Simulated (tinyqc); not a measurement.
# Long-channel MOSFET, surface-potential model: effects of single changes

n-channel transistor on a uniformly doped p-type body, gradual-channel approximation, constant mobility, Boltzmann statistics, full ionisation. Potentials are counted from the neutral body; V is the electron quasi-Fermi potential, Vsb at the source and Vsb + Vds at the drain. Charges are magnitudes per area.

Parameters, values chosen for the exercise; material values close to those of gallium nitride:
- T = 300 K (temperature)
- Eg = 3.46 eV (band gap)
- eps_r = 9.46 (relative permittivity of the semiconductor)
- Nc = 2.3e18 cm^-3 (conduction-band density of states at T)
- Nv = 4.6e19 cm^-3 (valence-band density of states at T)
- Na = 2.9e16 cm^-3 (acceptor density of the body)
- eox = 7.53 (relative permittivity of the gate insulator)
- tox = 12 nm (insulator thickness)
- Vfb = -1.27 V (flat-band voltage)
- mu = 220 cm^2/(V s) (channel mobility)
- W = 1 um (gate width)
- L = 2 um (gate length)
- Vsb = 0.3 V (source-body reverse bias)
- Vgs = 2.08 V (gate-source voltage)
- Vds = 0.05 V (drain-source voltage)

Constants: q = 1.602176634e-19 C, kB = 1.380649e-23 J/K, Vt = kB T/q, eps0 = 8.8541878128e-14 F/cm where lengths are in cm. Results are converted to the units shown.

Each table varies one quantity; the others keep the values above.

## Transfer curve from weak to strong inversion

ni = sqrt(Nc Nv) exp(-Eg/(2 Vt)), Eg in volts; phiF = Vt ln(Na/ni); Cox = eps0 eox/tox; gamma = sqrt(2 q eps0 eps_r Na)/Cox. The surface potential psi at channel potential V solves Vgs + Vsb - Vfb - psi = gamma sqrt(G), G = psi - Vt + Vt exp((psi - 2 phiF - V)/Vt). Charge sheet: Qi = Cox gamma [sqrt(G) - sqrt(psi - Vt)]; I = mu (W/L) [integral of Qi dpsi from psi_0 to psi_L (drift) + Vt (Qi0 - QiL) (diffusion)], with psi_0 at V = Vsb and psi_L at V = Vsb + Vds. Pao-Sah: Qi(V) = (Cox gamma/2) integral from 3 Vt to psi of exp((u - 2 phiF - V)/Vt)/sqrt(G(u, V)) du, and I = mu (W/L) integral of Qi dV from Vsb to Vsb + Vds. Square law: VT = Vfb + 2 phiF + gamma sqrt(2 phiF + Vsb), m = 1 + gamma/(2 sqrt(2 phiF + Vsb)), I = mu Cox (W/L) [(Vgs - VT) v - m v^2/2] with v the smaller of Vds and (Vgs - VT)/m, and zero below VT. gm = dI/dVgs of the charge-sheet current.

Results:

| Vgs (V) | I, charge sheet (uA) | I, Pao-Sah (uA) | drift share (%) | gm/I (1/V) | I, square law (uA) |
|---|---|---|---|---|---|
| 1.98 | 9.107e-7 | 9.143e-7 | 0.001428 | 36.90 | 0 |
| 2.07 | 2.523e-5 | 2.533e-5 | 0.03957 | 36.91 | 0 |
| 2.16 | 6.929e-4 | 6.959e-4 | 1.070 | 36.52 | 0 |
| 2.24 | 0.01123 | 0.01134 | 14.09 | 31.43 | 0.09865 |
| 2.42 | 0.2694 | 0.2778 | 77.14 | 8.210 | 0.6487 |
| 2.5 | 0.4573 | 0.4715 | 85.11 | 5.371 | 0.8932 |
| 2.59 | 0.6854 | 0.7058 | 89.53 | 3.793 | 1.168 |
| 2.68 | 0.9236 | 0.9494 | 92.00 | 2.909 | 1.443 |

Estimate the missing row, Vgs = 2.33 V.

Computed row:

| Vgs (V) | I, charge sheet (uA) | I, Pao-Sah (uA) | drift share (%) | gm/I (1/V) | I, square law (uA) |
|---|---|---|---|---|---|
| 2.33 | 0.09537 | 0.09777 | 54.89 | 16.20 | 0.3737 |

With this row back in the table: The charge-sheet current rises from 9.11e-7 to 0.924 uA. In the first row gm/I is 36.9 1/V, a swing of 62.4 mV a decade, against Vt ln 10 = 59.5 mV a decade for an ideal gate; in the last it is 2.91 1/V. Drift passes half of the current at Vgs = 2.33 V among the rows listed (VT = 2.18 V). The charge sheet departs most from Pao-Sah at Vgs = 2.5 V, where it is 3.0 % below it. In the last row the square law is 52 % above Pao-Sah. For Vgs = 2.33 to 2.68 V the surface electron density at the source passes 0.3 Nc, where degeneracy and quantisation, left out here, matter.

## Output curve

Same model as above.

In this table Vgs = 2.48 V.

Result of one run:

| Vds (V) | psi_L (V) | QiL (nC/cm^2) | I, charge sheet (uA) | I, Pao-Sah (uA) | I, square law (uA) |
|---|---|---|---|---|---|
| 0.46 | 3.744 | 7.448e-4 | 0.9906 | 1.020 | 2.609 |

What becomes of these results when the drain-source voltage Vds is changed from 0.46 to 0.41 V, all else the same?

Result of the changed run:

| Vds (V) | psi_L (V) | QiL (nC/cm^2) | I, charge sheet (uA) | I, Pao-Sah (uA) | I, square law (uA) |
|---|---|---|---|---|---|
| 0.41 | 3.744 | 0.005151 | 0.9906 | 1.020 | 2.609 |

The whole series:

| Vds (V) | psi_L (V) | QiL (nC/cm^2) | I, charge sheet (uA) | I, Pao-Sah (uA) | I, square law (uA) |
|---|---|---|---|---|---|
| 0.05 | 3.632 | 64.71 | 0.4086 | 0.4214 | 0.8320 |
| 0.1 | 3.670 | 42.75 | 0.6953 | 0.7170 | 1.505 |
| 0.15 | 3.703 | 23.49 | 0.8714 | 0.8982 | 2.018 |
| 0.2 | 3.728 | 9.178 | 0.9565 | 0.9854 | 2.372 |
| 0.26 | 3.741 | 1.533 | 0.9860 | 1.015 | 2.587 |
| 0.31 | 3.743 | 0.2425 | 0.9899 | 1.019 | 2.609 |
| 0.36 | 3.744 | 0.03556 | 0.9905 | 1.020 | 2.609 |
| 0.41 | 3.744 | 0.005151 | 0.9906 | 1.020 | 2.609 |
| 0.46 | 3.744 | 7.448e-4 | 0.9906 | 1.020 | 2.609 |

The Pao-Sah current rises from 0.421 to 1.02 uA, while the charge at the drain end falls from 64.7 to 7.45e-4 nC/cm^2. The current first comes within 1 % of its last value at Vds = 0.26 V among the rows listed; the square law saturates at (Vgs - VT)/m = 0.286 V. Over the last two rows psi_L moves by less than 1 mV: the drain has lost hold of the surface potential, so the current no longer grows. In the last row the charge sheet is 2.9 % below Pao-Sah and the square law 2.56 times it. In every row the surface electron density at the source passes 0.3 Nc, where degeneracy and quantisation, left out here, matter.

## Effect of the acceptor density of the body

VT = Vfb + 2 phiF + gamma sqrt(2 phiF + Vsb), m = 1 + gamma/(2 sqrt(2 phiF + Vsb)). The swing is 20 mV/log10[I(VT - 0.14 V)/I(VT - 0.16 V)] of the charge-sheet current at the given Vds.

Effect of the acceptor density of the body:

| Na (cm^-3) | gamma (V^0.5) | VT (V) | m | swing (mV/decade) | I at Vgs, Vds (uA) |
|---|---|---|---|---|---|
| 2.9e15 | 0.05021 | 1.859 | 1.014 | 60.62 | 0.1603 |
| 5.4e15 | 0.06852 | 1.925 | 1.019 | 60.92 | 0.07173 |
| 9.9e15 | 0.09278 | 2.002 | 1.025 | 61.31 | 0.01346 |
| 1.8e16 | 0.1251 | 2.094 | 1.034 | 61.84 | 7.297e-4 |
| 3.4e16 | 0.1719 | 2.215 | 1.046 | 62.60 | 1.189e-5 |
| 6.3e16 | 0.2340 | 2.364 | 1.063 | 63.60 | 7.899e-8 |
| 1.2e17 | 0.3230 | 2.567 | 1.086 | 65.03 | 1.086e-10 |

What does the table show?

As Na goes from 2.9e15 to 1.2e17 cm^-3, VT rises from 1.86 to 2.57 V, the swing rises from 60.6 to 65.0 mV a decade and the current falls from 0.160 to 1.09e-10 uA. The swing is 0.45 % above m Vt ln 10 in the first row and 0.60 % above it in the last. The gate voltage is below VT in 4 of the 7 rows. At Na = 2.9e15 cm^-3 the surface electron density at the source passes 0.3 Nc, where degeneracy and quantisation, left out here, matter.

Computed by the program tinyqc: `OMP_NUM_THREADS=1 python tinyqc.py 2360159 2360160 out.jsonl`, one thread of a shared Intel Xeon 2.30GHz, about 0.07 s for the whole run.
